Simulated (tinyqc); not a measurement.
Froehlich polaron in a polar crystal: one step, computed by the program tinyqc.

One electron in a parabolic band of mass m*, coupled to dispersionless LO phonons in the continuum model. Energies are in units of hbar omega unless marked, wave numbers in k_0 = sqrt(2 m* omega/hbar).

Question. Second-order perturbation theory. At T = 0 and k < k_0: E(k) = (k/k_0)^2 - alpha arcsin(k/k_0)/(k/k_0); so E(0) = -alpha, 1/m_p = (1 - alpha/6)/m*, and the mean number of phonons in the cloud at k = 0 is alpha/2. The Lee-Low-Pines variational state gives the same E(0) and m_p = m* (1 + alpha/6).

Inputs (values chosen for the exercise, modelled on strontium titanate): LO phonon energy hbar omega = 78.7 meV; electron wave number k/k_0 = 0.7.

coupling constant alpha = 2.244424

Give: energy shift at k = 0; E(k); m*/m_p, second order; m_p/m*, Lee-Low-Pines; phonons in the cloud.

Answer.

energy shift at k = 0 = -176.64 meV

E(k) = -1.9962 hbar omega

m*/m_p, second order = 0.62593

m_p/m*, Lee-Low-Pines = 1.3741

phonons in the cloud = 1.1222
